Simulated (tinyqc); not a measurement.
Thin-film optics by transfer matrices: one step. Ellipsometric angles. Two cases, with inputs chosen for the exercise.

Task: Repeat the steps for both polarisations.

Indices N = n + i k. Snell: N0 sin(theta) = N_j sin(theta_j), with Im(N_j cos theta_j) >= 0. Admittance y_j = N_j cos theta_j for s and N_j/cos theta_j for p. Phase delta_j = 2 pi N_j cos theta_j d_j/lambda. Layer matrix [[cos delta, -i sin delta/y], [-i y sin delta, cos delta]], multiplied from the top down to M. (B, C) = M (1, y_sub); r = (y0 B - C)/(y0 B + C), R = |r|^2, T = 4 Re y0 Re y_sub/|y0 B + C|^2, absorbed in the films 1 - R - T.

Ellipsometry: rho = tan(Psi) exp(i Delta) = -conj(r_p/r_s) with the r of the admittance formula, Delta in 0 to 360 degrees, so that a bare dielectric at small angles gives Delta = 180.

Case 1.

Values chosen (indices near those of resist, ARC on polySi; not measured data):
- lam = 365 nm (vacuum wavelength)
- n0 = 1 (ambient index)
- n = (1.679, 1.724, 4.991) (n of resist, ARC, substrate)
- k = (0.025, 0.299, 2.476) (k in the same order)
- d = (436, 84.4) nm (thicknesses, top first)
- theta = 65 degrees (angle of incidence)

Case 2.

Values chosen (indices near those of polySi, SiO2 on Cu; not measured data):
- lam = 633 nm (vacuum wavelength)
- n0 = 1 (ambient index)
- n = (3.946, 1.468, 0.266) (n of polySi, SiO2, substrate)
- k = (0.041, 0, 3.416) (k in the same order)
- d = (30.6, 19.9) nm (thicknesses, top first)
- theta = 60 degrees (angle of incidence)

Give: r_s; r_p; Psi; Delta.

Result:

Case 1.

r_s = -0.5762-0.0301i
r_p = 0.0190-0.0531i
Psi = 5.58 degrees
Delta = 73.25 degrees

Case 2.

r_s = -0.9323+0.2865i
r_p = -0.4603+0.7932i
Psi = 43.24 degrees
Delta = 222.79 degrees

Computed by tinyqc, one run a case: `OMP_NUM_THREADS=1 python tinyqc.py N N+1 out.jsonl` with N = 1681470, 1682658; one thread of a shared Intel(R) Xeon(R) Processor @ 2.30GHz, about 0.01 s a run at most.
